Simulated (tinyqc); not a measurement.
Frequency dispersion of an accumulation capacitance by border traps, distributed model: two steps of the calculation.

Traps spread evenly through the insulator exchange electrons with the semiconductor by tunnelling, with tau(x) = t0 exp(2 ka x) at depth x from the interface. The admittance per area Y seen at depth x obeys dY/dx = -Y^2/(i w eps0 eox) + q Nb ln(1 + i w tau)/tau, with Y(0) = i w Cs and w = 2 pi f; the gate sees Y(tox) = G + i w C. Working variable y = Y/(i w), in uF/cm^2. Cox = eps0 eox/tox.

Parameters, values chosen for the exercise; permittivity close to that of silicon dioxide: relative permittivity of the insulator eox = 3.77; insulator thickness tox = 6.6 nm; semiconductor capacitance in accumulation Cs = 2.6 uF/cm^2; density of border traps Nb = 4.4e19 cm^-3 eV^-1; decay constant of the wave function in the insulator ka = 3.5 1/nm; time constant of a trap at the interface t0 = 8e-9 s; frequency f = 100 Hz; depth down to which the steps are taken xe = 2.5 nm.

Constants: q = 1.602176634e-19 C, eps0 = 8.8541878128e-14 F/cm where lengths are in cm. Results are converted to the units shown.

Problem 1. Scales and lumped estimate. Cox; trap-free value 1/(1/Cox + 1/Cs); response depth d = ln(1/(w t0))/(2 ka), where w tau = 1; lumped estimate: all traps within d act as C_bt = q Nb d placed at d/2, so C = 1/{1/[1/(1/Cs + d/(2 eps0 eox)) + C_bt] + (tox - d/2)/(eps0 eox)}.

Give: Cox; trap-free C; d; C_bt; lumped C.

Solution 1.

Cox = 0.5058 uF/cm^2
trap-free C = 0.4234 uF/cm^2
d = 1.743 nm
C_bt = 1.229 uF/cm^2
lumped C = 0.4817 uF/cm^2

The traps within reach amount to 0.473 Cs and lie in the first 26.4 % of the insulator.

Problem 2. Capacitance and conductance at the gate. Beyond xe the traps are ignored, so 1/y(tox) = 1/y(xe) + (tox - xe)/(eps0 eox); C = Re y, G/w = -Im y, loss tangent G/(w C).

y at xe = 1.2924479-0.0906731i uF/cm^2

Wanted: y at the gate; C; G/w; loss tangent.

Solution 2.

y at the gate = 0.5001-0.0135i uF/cm^2
C = 0.5001 uF/cm^2
G/w = 0.01352 uF/cm^2
loss tangent = 0.02703

tinyqc, about 0.6 s, one thread, Intel Xeon 2.30GHz (shared host): `OMP_NUM_THREADS=1 python tinyqc.py 2202193 2202194 out.jsonl`
